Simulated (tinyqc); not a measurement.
# Thin-body transistor below threshold, two-dimensional Poisson equation on a small mesh: choice of the relaxation factor

A thin body on a thick buried insulator of low permittivity, taken as carrying no normal field at the bottom of the body (row 0). Mobile charge is neglected (subthreshold), the body is fully depleted, and potentials are counted from the intrinsic level; rows run upward to the gate, columns from source to drain.

Mesh: rows i = 0..3 in the semiconductor (step hs = tb/3, row 3 on the interface), then 2 step(s) ho = tox/2 up to the gate row 5; columns j = 0..6 (step hy = L/6). Box integration, divided by eps0: up_i = eps hy/h of the interval above row i, dn_i = that of the interval below (0 for row 0), lat_i = (sum of eps h/2 over the intervals above and below)/hy, s_i = -q Na w_i hy/eps0 with w_i the semiconductor height of the box (hs/2 for row 0 and the interface row, hs between, 0 in the insulator). Each free node obeys (up + dn + 2 lat) psi = up psi(above) + dn psi(below) + lat [psi(left) + psi(right)] + s. Fixed values: gate row Vg - Vfb; column 0 at Vbi and the last column at Vbi + Vd in the semiconductor, each running linearly to Vg - Vfb across the insulator. Sweeps go row by row from row 0, left to right, psi(new) = psi + omega (t - psi) with t the value that solves the node equation for the newest neighbours; free nodes start at zero; stop when the largest change is below 1e-7 V.

Values chosen for this exercise; semiconductor permittivity made up:
```
symbol,value,unit,meaning
eps_r,12.9,,relative permittivity of the semiconductor
eox,9,,relative permittivity of the insulator
tb,8,nm,body thickness
tox,3.2,nm,insulator thickness
L,38,nm,channel length
Na,2.1e17,cm^-3,acceptor density of the depleted body
Vbi,0.48,V,potential of the source
Vfb,0.13,V,gate offset
Vg,0.1,V,gate voltage
Vd,0.7,V,drain voltage
```

Constants: q = 1.602176634e-19 C, eps0 = 8.8541878128e-14 F/cm where lengths are in cm. Results are converted to the units shown.

Results:
```
omega,sweeps
1,99
1.1,81
1.3,52
1.4,39
1.5,26
1.6,33
1.7,46
1.8,71
1.9,146
```

Estimate the missing row, omega = 1.2.

Computed row:
```
omega,sweeps
1.2,66
```

With this row back in the table: Gauss-Seidel (omega = 1) takes 99 sweeps; the fewest, 26, are at omega = 1.5, and omega = 1.9 takes 146. The Jacobi matrix of this mesh has spectral radius rho = 0.9352, so theory puts the best factor at 2/(1 + sqrt(1 - rho^2)) = 1.48.

Program tinyqc, `OMP_NUM_THREADS=1 python tinyqc.py 2480143 2480144 out.jsonl`; Intel Xeon 2.30GHz, shared host, one thread, about 0.2 s.
